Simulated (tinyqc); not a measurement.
Inside a calculation. Method: plane-wave Kohn-Sham cycle with exchange-only LDA in a layered model solid. Computed by tinyqc, a small Python program that keeps every step. Settings: points = 16, plane-wave index or count = 3, electrons = 4, k points = 3, area = 31.0, mixing = 0.5, iteration cap = 53. Command: `OMP_NUM_THREADS=1 python tinyqc.py 30723 30724 out.jsonl` (the two numbers bound the seeds that draw the settings). One thread of a shared host (Intel(R) Xeon(R) Processor @ 2.60GHz), about 0.01 s of CPU time with the checks. Later iterations appear only in the table of the cycle.

## Iteration 1: potential

A solid whose potential varies along x alone (atomic units):
```
parameter                      value
period a                   12.300000
cross-section of the cell  31.000000
electrons per cell                 4
grid points                       16
plane waves -n..n, n               3
k points                           3
V1 in V1 cos(2 pi x/a)     -0.290000
V2 in V2 cos(4 pi x/a)      0.050000
```

density at the start, on the grid x_j = j a/N (e/bohr^3): [0.01049043, 0.01049043, 0.01049043, 0.01049043, 0.01049043, 0.01049043, 0.01049043, 0.01049043, 0.01049043, 0.01049043, 0.01049043, 0.01049043, 0.01049043, 0.01049043, 0.01049043, 0.01049043]

V_H(G) = 4 pi rho(G)/G^2 for G != 0 (uniform background); v_x = -(3 rho/pi)^(1/3); V = V_ext + V_H + v_x; Fourier components f(G_m) = (1/N) sum_j f(x_j) exp(-i G_m x_j).

Potentials on the grid (hartree):
```
x              V_ext       V_H        v_x          V
0.000000   -0.240000  0.000000  -0.215570  -0.455570
0.768750   -0.232570  0.000000  -0.215570  -0.448140
1.537500   -0.205061  0.000000  -0.215570  -0.420631
2.306250   -0.146334  0.000000  -0.215570  -0.361903
3.075000   -0.050000  0.000000  -0.215570  -0.265570
3.843750    0.075623  0.000000  -0.215570  -0.139947
4.612500    0.205061  0.000000  -0.215570  -0.010509
5.381250    0.303280  0.000000  -0.215570   0.087710
6.150000    0.340000  0.000000  -0.215570   0.124430
6.918750    0.303280  0.000000  -0.215570   0.087710
7.687500    0.205061  0.000000  -0.215570  -0.010509
8.456250    0.075623  0.000000  -0.215570  -0.139947
9.225000   -0.050000  0.000000  -0.215570  -0.265570
9.993750   -0.146334  0.000000  -0.215570  -0.361903
10.762500  -0.205061  0.000000  -0.215570  -0.420631
11.531250  -0.232570  0.000000  -0.215570  -0.448140
```

V(G_m), m = 0, 1, 2, ... (hartree): [-0.215570, -0.145000, 0.025000, 0.000000, 0.000000, 0.000000, 0.000000]

## Iteration 1: Hamiltonian at one k

k = 0.000000 2 pi / a

H(m,m') = (k + G_m)^2/2 delta + V(G_m - G_m'), with V(-G) = V(G).

H (hartree), order -3, -2, -1, +0, +1, +2, +3:
```
[[0.958684, -0.145000, 0.025000, 0.000000, 0.000000, 0.000000, 0.000000],
 [-0.145000, 0.306321, -0.145000, 0.025000, 0.000000, 0.000000, 0.000000],
 [0.025000, -0.145000, -0.085097, -0.145000, 0.025000, 0.000000, 0.000000],
 [0.000000, 0.025000, -0.145000, -0.215570, -0.145000, 0.025000, 0.000000],
 [0.000000, 0.000000, 0.025000, -0.145000, -0.085097, -0.145000, 0.025000],
 [0.000000, 0.000000, 0.000000, 0.025000, -0.145000, 0.306321, -0.145000],
 [0.000000, 0.000000, 0.000000, 0.000000, 0.025000, -0.145000, 0.958684]]
```

## Iteration 1: levels at that k

Diagonalise the Hermitian matrix.

eigenvalues (hartree): [-0.361688, -0.155970, 0.014049, 0.318650, 0.344318, 0.992227, 0.992658]

## Iteration 1: new density

Motion across x is left out: the lowest 2 band(s) hold two electrons at each of the k points (j + 1/2)/nk - 1/2. Residual R = rho(out) - rho(in); rho(new) = rho(in) + 0.5 R. rho(out) = 2/(a A nk) sum |psi|^2 with psi = sum c exp(i G x). Harris energy E = band energy - dV sum rho (V_H/2 + v_x) + (3/4) dV sum rho v_x with rho(in), dV = a A/N, band energy = (2/nk) sum of the filled levels.

rho(out) (e/bohr^3): [0.01619992, 0.01797854, 0.02001628, 0.01764602, 0.01149332, 0.00557658, 0.00213268, 0.00076056, 0.00043893, 0.00076056, 0.00213268, 0.00557658, 0.01149332, 0.01764602, 0.02001628, 0.01797854]

density after iteration 1 (e/bohr^3): [0.01334517, 0.01423448, 0.01525335, 0.01406823, 0.01099187, 0.00803351, 0.00631155, 0.00562550, 0.00546468, 0.00562550, 0.00631155, 0.00803351, 0.01099187, 0.01406823, 0.01525335, 0.01423448]

energy per cell = -0.82861633 hartree

## Iteration 2: potential

As before.

Potentials on the grid (hartree):
```
x              V_ext        V_H        v_x          V
0.000000   -0.240000   0.230405  -0.233578  -0.243173
0.768750   -0.232570   0.219189  -0.238655  -0.252036
1.537500   -0.205061   0.180065  -0.244219  -0.269215
2.306250   -0.146334   0.107037  -0.237722  -0.277019
3.075000   -0.050000   0.008669  -0.218951  -0.260282
3.843750    0.075623  -0.093536  -0.197224  -0.215137
4.612500    0.205061  -0.178307  -0.181985  -0.155231
5.381250    0.303280  -0.232691  -0.175137  -0.104547
6.150000    0.340000  -0.251259  -0.173452  -0.084711
6.918750    0.303280  -0.232691  -0.175137  -0.104547
7.687500    0.205061  -0.178307  -0.181985  -0.155231
8.456250    0.075623  -0.093536  -0.197224  -0.215137
9.225000   -0.050000   0.008669  -0.218951  -0.260282
9.993750   -0.146334   0.107037  -0.237722  -0.277019
10.762500  -0.205061   0.180065  -0.244219  -0.269215
11.531250  -0.232570   0.219189  -0.238655  -0.252036
```

V(G_m), m = 0, 1, 2, ... (hartree): [-0.212176, -0.039972, 0.024026, 0.000262, 0.000028, 0.000080, 0.000060]

## Iteration 2: Hamiltonian at one k

k = 0.000000 2 pi / a

As before.

H (hartree), order -3, -2, -1, +0, +1, +2, +3:
```
[[0.962078, -0.039972, 0.024026, 0.000262, 0.000028, 0.000080, 0.000060],
 [-0.039972, 0.309715, -0.039972, 0.024026, 0.000262, 0.000028, 0.000080],
 [0.024026, -0.039972, -0.081703, -0.039972, 0.024026, 0.000262, 0.000028],
 [0.000262, 0.024026, -0.039972, -0.212176, -0.039972, 0.024026, 0.000262],
 [0.000028, 0.000262, 0.024026, -0.039972, -0.081703, -0.039972, 0.024026],
 [0.000080, 0.000028, 0.000262, 0.024026, -0.039972, 0.309715, -0.039972],
 [0.000060, 0.000080, 0.000028, 0.000262, 0.024026, -0.039972, 0.962078]]
```

## Iteration 2: levels at that k

As before.

eigenvalues (hartree): [-0.231473, -0.109967, -0.046026, 0.310822, 0.314264, 0.965121, 0.965260]

## Iteration 2: new density

As before.

rho(out) (e/bohr^3): [0.01020943, 0.01134966, 0.01381642, 0.01537092, 0.01425908, 0.01081997, 0.00699837, 0.00442117, 0.00356626, 0.00442117, 0.00699837, 0.01081997, 0.01425908, 0.01537092, 0.01381642, 0.01134966]

density after iteration 2 (e/bohr^3): [0.01177730, 0.01279207, 0.01453489, 0.01471957, 0.01262548, 0.00942674, 0.00665496, 0.00502333, 0.00451547, 0.00502333, 0.00665496, 0.00942674, 0.01262548, 0.01471957, 0.01453489, 0.01279207]

energy per cell = -0.62392097 hartree

## Convergence

Stop when sqrt(dV sum R^2) is below 1e-8, dV = a A/N.

Course of the cycle:
```
iteration  E (hartree)  norm of the residual
1          -0.82861633              1.47e-01
2          -0.62392097              4.32e-02
3          -0.62016055              1.55e-02
4          -0.61959951              7.23e-03
5          -0.61952476              2.77e-03
6          -0.61951495              1.36e-03
7          -0.61951383              5.77e-04
8          -0.61951376              2.95e-04
9          -0.61951377              1.38e-04
10         -0.61951378              7.19e-05
11         -0.61951378              3.56e-05
...                ...                   ...
14         -0.61951378              4.93e-06
15         -0.61951378              2.53e-06
16         -0.61951378              1.32e-06
17         -0.61951378              6.80e-07
18         -0.61951378              3.53e-07
19         -0.61951378              1.83e-07
20         -0.61951378              9.46e-08
21         -0.61951378              4.89e-08
22         -0.61951378              2.54e-08
23         -0.61951378              1.31e-08
24         -0.61951378              6.79e-09
```

Converged in 24 iterations. Before convergence this energy mixes input and output and is not variational, so it may rise towards its limit.
